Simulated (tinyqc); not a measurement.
UHF in the 3-21g basis, for H2, spin multiplicity 1, step by step. One step of it, computed by the program tinyqc.

Task: Iteration 2: building the Fock matrix. J_ij = sum D_kl (ij|kl) with D = D(alpha) + D(beta), K_ij = sum D_kl (ik|jl) for each spin; F = H + J - K(s); E = tr D H + tr D J / 2 - 0.5 sum_s tr D(s) K(s) + E_nn.

D(alpha) after iteration 1, order 1H 1s, 1H 2s, 2H 1s, 2H 2s:
```
[[0.075600, 0.146255, 0.023070, 0.090950],
 [0.146255, 0.283714, 0.043326, 0.177962],
 [0.023070, 0.043326, 0.009250, 0.024353],
 [0.090950, 0.177962, 0.024353, 0.114655]]
```

D(beta) after iteration 1, order 1H 1s, 1H 2s, 2H 1s, 2H 2s:
```
[[0.009250, 0.024353, 0.023070, 0.043326],
 [0.024353, 0.114655, 0.090950, 0.177962],
 [0.023070, 0.090950, 0.075600, 0.146255],
 [0.043326, 0.177962, 0.146255, 0.283714]]
```

core Hamiltonian H = T + V (hartree), order 1H 1s, 1H 2s, 2H 1s, 2H 2s:
```
[[-0.599989, -0.766026, -0.216708, -0.411180],
 [-0.766026, -0.817101, -0.411180, -0.598563],
 [-0.216708, -0.411180, -0.599989, -0.766026],
 [-0.411180, -0.598563, -0.766026, -0.817101]]
```

Two-electron integrals (ij|kl) in chemists' order, unique and non-zero (hartree):
```
(11|11) 1.140145   (21|11) 0.611403   (21|21) 0.345152   (22|11) 0.626370
(22|21) 0.380329   (22|22) 0.482957   (31|11) 0.068260   (31|21) 0.040673
(31|22) 0.048818   (31|31) 0.008242   (32|11) 0.143341   (32|21) 0.090356
(32|22) 0.124176   (32|31) 0.020445   (32|32) 0.065952   (33|11) 0.427682
(33|21) 0.274714   (33|22) 0.399645   (33|31) 0.068260   (33|32) 0.257576
(33|33) 1.140145   (41|11) 0.257576   (41|21) 0.146758   (41|22) 0.164252
(41|31) 0.020445   (41|32) 0.046419   (41|33) 0.143341   (41|41) 0.065952
(42|11) 0.333128   (42|21) 0.205257   (42|22) 0.270590   (42|31) 0.033686
(42|32) 0.096105   (42|33) 0.333128   (42|41) 0.096105   (42|42) 0.178063
(43|11) 0.274714   (43|21) 0.175637   (43|22) 0.253133   (43|31) 0.040673
(43|32) 0.146758   (43|33) 0.611403   (43|41) 0.090356   (43|42) 0.205257
(43|43) 0.345152   (44|11) 0.399645   (44|21) 0.253133   (44|22) 0.360886
(44|31) 0.048818   (44|32) 0.164252   (44|33) 0.626370   (44|41) 0.124176
(44|42) 0.270590   (44|43) 0.380329   (44|44) 0.482957
```

nuclear repulsion = 0.42848357 hartree

Give: Coulomb J; exchange K(alpha); exchange K(beta); F(alpha); F(beta); total energy of this density.

Result:

Coulomb J (hartree), order 1H 1s, 1H 2s, 2H 1s, 2H 2s:
```
[[1.195, 0.719, 0.114, 0.330],
 [0.719, 0.914, 0.330, 0.594],
 [0.114, 0.330, 1.195, 0.719],
 [0.330, 0.594, 0.719, 0.914]]
```

exchange K(alpha) (hartree), order 1H 1s, 1H 2s, 2H 1s, 2H 2s:
```
[[0.477, 0.429, 0.162, 0.286],
 [0.429, 0.449, 0.204, 0.331],
 [0.162, 0.204, 0.190, 0.217],
 [0.286, 0.331, 0.217, 0.302]]
```

exchange K(beta) (hartree), order 1H 1s, 1H 2s, 2H 1s, 2H 2s:
```
[[0.190, 0.217, 0.162, 0.204],
 [0.217, 0.302, 0.286, 0.331],
 [0.162, 0.286, 0.477, 0.429],
 [0.204, 0.331, 0.429, 0.449]]
```

F(alpha) (hartree), order 1H 1s, 1H 2s, 2H 1s, 2H 2s:
```
[[0.118, -0.476, -0.265, -0.367],
 [-0.476, -0.352, -0.285, -0.336],
 [-0.265, -0.285, 0.405, -0.264],
 [-0.367, -0.336, -0.264, -0.205]]
```

F(beta) (hartree), order 1H 1s, 1H 2s, 2H 1s, 2H 2s:
```
[[0.405, -0.264, -0.265, -0.285],
 [-0.264, -0.205, -0.367, -0.336],
 [-0.265, -0.367, 0.118, -0.476],
 [-0.285, -0.336, -0.476, -0.352]]
```

total energy of this density = -1.02896 hartree

This density is a damped mixture and is not idempotent.
